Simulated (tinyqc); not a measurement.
## Phase-change memory cell, resistance drift and retention: drift of neighbouring levels

The amorphous state follows Ra = R0 (t/t0)^nu exp[(q Ec/kB)(1/T - 1/(300 K))], with nu taken as independent of T. An intermediate level follows the logarithmic mixing rule ln R = (1 - fa) ln Rc + fa ln Ra with constant Rc. The time to lose the data by crystallisation is tr = tx exp[(q Ex/kB)(1/T - 1/Tx)]; 1 year = 3.15576e7 s. These are empirical laws.

Two intermediate levels, fa and 0.66, and the amorphous state at temperature T. A fixed threshold is set at the geometric mean of the two intermediate levels at t0.

Parameters, values chosen for the exercise; values of the order found in chalcogenide phase-change cells:
```
symbol,value,unit,meaning
R0,0.79,Mohm,resistance of the amorphous state at t0 and 300 K
t0,0.1,s,reference time
nu,0.081,,drift exponent
Ec,0.15,eV,activation energy of conduction
T,398,K,operating temperature
fa,0.51,,amorphous share of an intermediate level
Rc,5.8,kohm,resistance of the crystalline state
```

Constants: q = 1.602176634e-19 C, kB = 1.380649e-23 J/K. Results are converted to the units shown.

Results:

| t (s) | lower level (Mohm) | upper level (Mohm) | Ra (Mohm) | lower level/threshold |
|---|---|---|---|---|
| 0.1 | 0.034311 | 0.057874 | 0.18930 | 0.76996 |
| 1 | 0.037734 | 0.065455 | 0.22811 | 0.84680 |
| 100 | 0.045641 | 0.083727 | 0.33125 | 1.0242 |
| 1000 | 0.050196 | 0.094695 | 0.39916 | 1.1264 |
| 10000 | 0.055205 | 0.10710 | 0.48101 | 1.2389 |
| 1e5 | 0.060714 | 0.12113 | 0.57963 | 1.3625 |
| 1e6 | 0.066772 | 0.13700 | 0.69848 | 1.4984 |
| 1e7 | 0.073436 | 0.15494 | 0.84169 | 1.6480 |

Estimate the missing row, t = 10 s.

Computed row:

| t (s) | lower level (Mohm) | upper level (Mohm) | Ra (Mohm) | lower level/threshold |
|---|---|---|---|---|
| 10 | 0.041500 | 0.074030 | 0.27489 | 0.93130 |

With this row back in the table: Over eight decades Ra grows by a factor of 4.45, the upper level by 2.68 and the lower by 2.14, so their ratio widens from 1.69 to 2.11. The lower level crosses the fixed threshold by t = 100 s among the rows and would then be misread.

Program tinyqc, `OMP_NUM_THREADS=1 python tinyqc.py 2880021 2880022 out.jsonl`; Intel Xeon 2.30GHz, shared host, one thread, about 0.01 s.
